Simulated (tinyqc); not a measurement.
# Junctionless gate-all-around wire, depletion approximation: effect of the donor density on the threshold

A uniformly doped n-type wire of radius R under a surrounding gate; long channel. Below flat band a shell from radius rc to R is fully depleted and the neutral core, at channel potential V (0 at the source, Vd at the drain), carries the current with constant mobility; s = (rc/R)^2 is the share of the cross-section that conducts. The edge of the depleted shell is taken as abrupt, so there is no subthreshold current.

Cox = eps0 eox/(R ln(1 + tox/R)); A = q Nd R^2/(4 eps0 eps_r); B = q Nd R/(2 Cox); VT = Vfb - A - B. The flat-band conductance is G0 = q mu Nd pi R^2/L.

Values chosen for this exercise; material values close to those of silicon:
- eps_r = 11.5 (relative permittivity of the semiconductor)
- eox = 3.9 (relative permittivity of the gate insulator)
- tox = 3.6 nm (insulator thickness)
- R = 5 nm (wire radius)
- Vfb = 0.56 V (flat-band voltage)
- mu = 41 cm^2/(V s) (effective mobility in the wire)
- L = 1 um (gate length)

Constants: q = 1.602176634e-19 C, eps0 = 8.8541878128e-14 F/cm where lengths are in cm. Results are converted to the units shown.

The same in every row: Cox (uF/cm^2) = 1.273.

Effect of the donor density on the threshold:
```
Nd (cm^-3)    A (V)   B (V)   VT (V)  G0 (uS)
3.9e18      0.03835  0.1227   0.3990   0.2012
6.6e18      0.06491  0.2076   0.2875   0.3405
1.1e19       0.1082  0.3460   0.1058   0.5675
1.9e19       0.1869  0.5976  -0.2245   0.9803
3.2e19       0.3147   1.007  -0.7612    1.651
5.5e19       0.5409   1.730   -1.711    2.838
9.3e19       0.9146   2.925   -3.280    4.798
```

As Nd goes from 3.9e18 to 9.3e19 cm^-3, VT falls from 0.399 to -3.28 V and G0 rises from 0.201 to 4.80 uS. A + B goes on average as Nd^(1.00). The device is normally off (VT > 0) in 3 of the 7 rows. More conductance costs threshold voltage: the same dopants that conduct must be depleted. For Nd = 5.5e19 to 9.3e19 cm^-3 the surface field at full depletion passes 1.5 MV/cm, where tunnelling or breakdown may set in.

Computed by the program tinyqc: `OMP_NUM_THREADS=1 python tinyqc.py 2460007 2460008 out.jsonl`, one thread of a shared Intel Xeon 2.30GHz, about 0.01 s for the whole run.
